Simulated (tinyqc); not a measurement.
Single-oscillator infrared dielectric function of a polar cubic crystal: one step, computed by the program tinyqc. Command: `OMP_NUM_THREADS=1 python tinyqc.py 3023093 3023094 out.jsonl infrared walk`. One thread of a shared host (Intel(R) Xeon(R) Processor @ 2.30GHz), about 0.01 s of CPU time with the checks.

One ion pair, charges +Z* and -Z*, in a cell of volume Omega = a^3/4. Frequencies omega are given as wavenumbers (1/cm); eps_s is the static dielectric constant.

Question. Optical constants at the probe frequency. eps(omega) = eps_inf + W^2/(omega_TO^2 - omega^2 - i gamma omega); n + i k = sqrt(eps) with k >= 0; R = |(n + i k - 1)/(n + i k + 1)|^2 at normal incidence from vacuum. omega is the probe ratio times omega_TO. Intensity decays over 1/(4 pi omega k); the loss function is Im(-1/eps).

Inputs (values chosen for the exercise, for a model crystal):

| quantity | value | unit |
|---|---|---|
| omega_TO | 175 | 1/cm |
| eps_inf | 8.89 | - |
| phonon damping gamma | 5.1 | 1/cm |
| probe frequency / omega_TO | 0.823 | - |

Structure: rock salt. Free carriers: absent.

W = 557.2187 1/cm

Give: omega; Re eps; Im eps; n; k; reflectivity R; penetration depth of the intensity; loss function.

Answer.

omega = 144.025 1/cm

Re eps = 40.14

Im eps = 2.323

n = 6.338

k = 0.1832

reflectivity R = 0.5295

penetration depth of the intensity = 30.15 micrometre

loss function = 0.001437

Re eps is positive and k is small against n: the wave propagates.
